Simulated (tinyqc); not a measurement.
Which input was changed? Model: configuration-coordinate model of a defect: Huang-Rhys factor and luminescence line shape. Computed by tinyqc, a small Python program. Command: `OMP_NUM_THREADS=1 python tinyqc.py 3029710 3029711 out.jsonl ccline which`. One thread of a shared host (Intel(R) Xeon(R) Processor @ 2.30GHz), about 0.2 s of CPU time with the checks.

Ground state E_g(Q) = (1/2) omega_g^2 Q^2; excited state E_e(Q) = E_0 + (1/2) omega_e^2 (Q - dQ)^2 with omega_e = omega_g and E_0 = E_ZPL. Q is mass-weighted; the dipole does not depend on Q (Condon approximation).

Inputs (values chosen for the exercise, for a model defect in a wide-gap host): zero-phonon energy E_ZPL = 4.48 eV; displacement dQ = 0.298 u^(1/2) angstrom; ground-state phonon hbar omega_g = 148 meV; temperature T = 300 K; refractive index n_r = 2.44; transition dipole mu = 2.4 e angstrom; quenching prefactor nu_0 = 5e+12 1/s.

Modes: equal frequencies in both states.

Constants: hbar^2/u = 4.18015928e-03 eV angstrom^2; k_B = 8.617333262e-05 eV/K; hbar = 6.582119569e-16 eV s; e = 1.602176634e-19 C; eps_0 = 8.8541878128e-12 F/m; hbar = 1.054571817e-34 J s; c = 299792458 m/s.

Method:
- S = hbar omega dQ^2/(2 hbar^2/u) for each state; relaxation energy S hbar omega; absorption at E_0 + S_e hbar omega_e, emission at E_0 - S_g hbar omega_g; the Stokes shift is their difference.
- Overlaps <m_e|n_g> of harmonic-oscillator functions (Hermite recursion, positive leading coefficients) by a sum over an even grid (700 points from x = -9 to 9 + d for the small table, 1500 points from -16 to 16 + d for the thermal sums), with x = Q sqrt(omega_g/hbar), d = sqrt(2 S_g) and frequency ratio omega_e/omega_g.
- Initial levels m = 0..24 carry Boltzmann weights exp(-m hbar omega_e/k_B T), normalised; final levels n = 0..79; a line lies at E_ZPL + m hbar omega_e - n hbar omega_g with weight w_m <m|n>^2. Moments are taken over these weights without the E^3 factor; FWHM = 2 sqrt(2 ln 2) x standard deviation; the zero-phonon weight is the sum of w_m <m|m>^2.
- The curves cross at the root Q_c nearest dQ; the barrier is (1/2) omega_e^2 (Q_c - dQ)^2, with (1/2) omega^2 = (hbar omega)^2/(2 hbar^2/u). k_r = n_r omega^3 mu^2/(3 pi eps_0 hbar c^3) at the vertical emission energy, without local-field correction; k_nr = nu_0 exp(-barrier/k_B T) (Mott-Seitz); yield = k_r/(k_r + k_nr); T_1/2 = barrier/(k_B ln(nu_0/k_r)).

Question. One of these inputs alone was changed, within the range given: displacement dQ (0.149 to 0.596); ground-state phonon hbar omega_g (74 to 296); zero-phonon energy E_ZPL (2.24 to 8.96); refractive index n_r (1.22 to 4.88). Which one, and to what value?

Results:
```
run     zero-phonon weight  quenching temperature T_1/2 (K)  Stokes shift (eV)
before           0.2071606                         31641.14          0.4653322
after            0.2875838                         41132.42          0.3679784
```

Answer.

Each candidate set to reproduce zero-phonon weight, and what it then gives:
```
candidate                               range searched  value needed  quenching temperature T_1/2 (K)  Stokes shift (eV)
displacement dQ (u^(1/2) angstrom)      0.149 to 0.596        0.2650                            41132            0.36798
ground-state phonon hbar omega_g (meV)       74 to 296         116.3                            53844            0.28753
zero-phonon energy E_ZPL (eV)             2.24 to 8.96     no effect                                -                  -
refractive index n_r                      1.22 to 4.88     no effect                                -                  -
```

Only displacement dQ fits every result: it went from 0.298 to 0.265 u^(1/2) angstrom. The next best candidate, ground-state phonon hbar omega_g, misses one result by 31 %.

Caution: for small S the spectrum is a set of resolved lines, and a Gaussian width has little meaning. Caution: the curves cross far outside the range of the harmonic model, so the barrier and T_1/2 have no quantitative meaning.
